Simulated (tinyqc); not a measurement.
Inside a calculation. Method: sp3 tight binding, zinc-blende lattice. Computed by tinyqc, a small Python program that keeps every step. Command: `OMP_NUM_THREADS=1 python tinyqc.py 30022 30023 out.jsonl` (the two numbers bound the seeds that draw the settings). One thread of a shared host (Intel(R) Xeon(R) Processor @ 2.60GHz), about 0.01 s of CPU time with the checks.

## Bloch Hamiltonian at k

Parameters chosen for this model: zinc-blende lattice, anion at 0, cation at a/4 (1,1,1); V = eta hbar^2 / (m d^2), hbar^2/m = 7.619964 eV angstrom^2:
```
parameter          value      unit
a               4.190000  angstrom
d               1.814323  angstrom
Es anion      -14.920000        eV
Ep anion       -6.760000        eV
Es cation     -14.920000        eV
Ep cation      -6.760000        eV
eta ss         -1.400000
eta sp          1.840000
eta pp sigma    3.240000
eta pp pi      -0.810000
V ss           -3.240796        eV
V sp            4.259331        eV
V pp sigma      7.500127        eV
V pp pi        -1.875032        eV
```

k point k (2 pi / a): [-0.4500, 0.7100, -0.2400]

Slater-Koster rules over the four bonds with direction cosines (l, m, n): ss V_ss; s-px l V_sp; px-s -l V_sp; px-px l^2 V_pps + (1 - l^2) V_ppp; px-py l m (V_pps - V_ppp); each times exp(i k.d).

H(k) at k (eV), order a s, a px, a py, a pz, c s, c px, c py, c pz:
```
[[-14.9200, 0.0000, 0.0000, 0.0000, -4.0321+2.7832i, 2.4727-2.6131i, -1.0346+6.2453i, 5.3340-1.2114i],
 [0.0000, -6.7600, 0.0000, 0.0000, -2.4727+2.6131i, 1.5552-1.0735i, 6.7784-1.5394i, -1.3148+7.9365i],
 [0.0000, 0.0000, -6.7600, 0.0000, 1.0346-6.2453i, 6.7784-1.5394i, 1.5552-1.0735i, 3.1423-3.3207i],
 [0.0000, 0.0000, 0.0000, -6.7600, -5.3340+1.2114i, -1.3148+7.9365i, 3.1423-3.3207i, 1.5552-1.0735i],
 [-4.0321-2.7832i, -2.4727-2.6131i, 1.0346+6.2453i, -5.3340-1.2114i, -14.9200, 0.0000, 0.0000, 0.0000],
 [2.4727+2.6131i, 1.5552+1.0735i, 6.7784+1.5394i, -1.3148-7.9365i, 0.0000, -6.7600, 0.0000, 0.0000],
 [-1.0346-6.2453i, 6.7784+1.5394i, 1.5552+1.0735i, 3.1423+3.3207i, 0.0000, 0.0000, -6.7600, 0.0000],
 [5.3340+1.2114i, -1.3148-7.9365i, 3.1423+3.3207i, 1.5552+1.0735i, 0.0000, 0.0000, 0.0000, -6.7600]]
```

## Levels at k

Diagonalise the Hermitian matrix.

eigenvalues (eV): [-23.5830, -21.4418, -17.4392, -16.7708, -2.0571, 1.4104, 3.3535, 6.1281]

weights |c|^2 of the basis functions, order a s, a px, a py, a pz, c s, c px, c py, c pz:
```
[[0.4189, 0.1573, 0.0668, 0.0071, 0.2770, 0.0543, 0.0017, 0.0169],
 [0.0165, 0.1193, 0.0629, 0.2904, 0.0108, 0.0042, 0.3136, 0.1824],
 [0.0515, 0.0884, 0.1367, 0.1453, 0.1134, 0.2759, 0.0504, 0.1383],
 [0.0131, 0.1349, 0.2336, 0.0572, 0.0989, 0.1656, 0.1343, 0.1623],
 [0.4189, 0.1573, 0.0668, 0.0071, 0.2770, 0.0543, 0.0017, 0.0169],
 [0.0165, 0.1193, 0.0629, 0.2904, 0.0108, 0.0042, 0.3136, 0.1824],
 [0.0515, 0.0884, 0.1367, 0.1453, 0.1134, 0.2759, 0.0504, 0.1383],
 [0.0131, 0.1349, 0.2336, 0.0572, 0.0989, 0.1656, 0.1343, 0.1623]]
```

## Bloch Hamiltonian at X

k point X (2 pi / a): [1, 0, 0]

As before.

H(k) at X (eV), order a s, a px, a py, a pz, c s, c px, c py, c pz:
```
[[-14.9200, 0.0000, 0.0000, 0.0000, 0.0000, 0.0000+9.8365i, 0.0000, 0.0000],
 [0.0000, -6.7600, 0.0000, 0.0000, 0.0000-9.8365i, 0.0000, 0.0000, 0.0000],
 [0.0000, 0.0000, -6.7600, 0.0000, 0.0000, 0.0000, 0.0000, 0.0000+12.5002i],
 [0.0000, 0.0000, 0.0000, -6.7600, 0.0000, 0.0000, 0.0000+12.5002i, 0.0000],
 [0.0000, 0.0000+9.8365i, 0.0000, 0.0000, -14.9200, 0.0000, 0.0000, 0.0000],
 [0.0000-9.8365i, 0.0000, 0.0000, 0.0000, 0.0000, -6.7600, 0.0000, 0.0000],
 [0.0000, 0.0000, 0.0000, 0.0000-12.5002i, 0.0000, 0.0000, -6.7600, 0.0000],
 [0.0000, 0.0000, 0.0000-12.5002i, 0.0000, 0.0000, 0.0000, 0.0000, -6.7600]]
```

## Levels at X

As before.

eigenvalues (eV): [-21.4891, -21.4891, -19.2602, -19.2602, -0.1909, -0.1909, 5.7402, 5.7402]

## Bands along a path

The same steps at evenly spaced points between the labelled ones.

Bands along the path (eV):
```
k           band 1    band 2    band 3    band 4   band 5   band 6   band 7   band 8
L         -24.0598  -22.0798  -15.5101  -15.5101  -3.1188   1.9901   1.9901   5.8983
L-G 0.25  -25.2803  -20.2404  -15.0674  -15.0674  -2.9350   1.5474   1.5474   5.0956
L-G 0.50  -26.6592  -17.0752  -13.8862  -13.8862  -2.5015   0.3662   0.3662   2.8759
L-G 0.75  -27.5660  -13.6394  -12.4655  -12.4655  -2.0830  -1.0545  -1.0545  -0.0716
G         -27.8832  -11.7601  -11.7601  -11.7601  -1.9568  -1.7599  -1.7599  -1.7599
G-X 0.25  -27.4561  -13.4100  -13.4100  -12.8149  -1.5808  -1.5081  -0.1100  -0.1100
G-X 0.50  -26.1927  -16.2799  -16.2799  -15.3414  -1.1181  -0.7078   2.7599   2.7599
G-X 0.75  -24.1575  -18.4661  -18.4661  -18.4268  -0.5699  -0.2059   4.9461   4.9461
X         -21.4891  -21.4891  -19.2602  -19.2602  -0.1909  -0.1909   5.7402   5.7402
X-W 0.25  -21.4891  -21.4891  -19.2602  -19.2602  -0.1909  -0.1909   5.7402   5.7402
X-W 0.50  -21.4891  -21.4891  -19.2602  -19.2602  -0.1909  -0.1909   5.7402   5.7402
X-W 0.75  -21.4891  -21.4891  -19.2602  -19.2602  -0.1909  -0.1909   5.7402   5.7402
W         -21.4891  -21.4891  -19.2602  -19.2602  -0.1909  -0.1909   5.7402   5.7402
```

With 4 band(s) filled, the highest filled level on these points lies at G and the lowest empty one at L: a gap of 8.6413 eV, indirect.
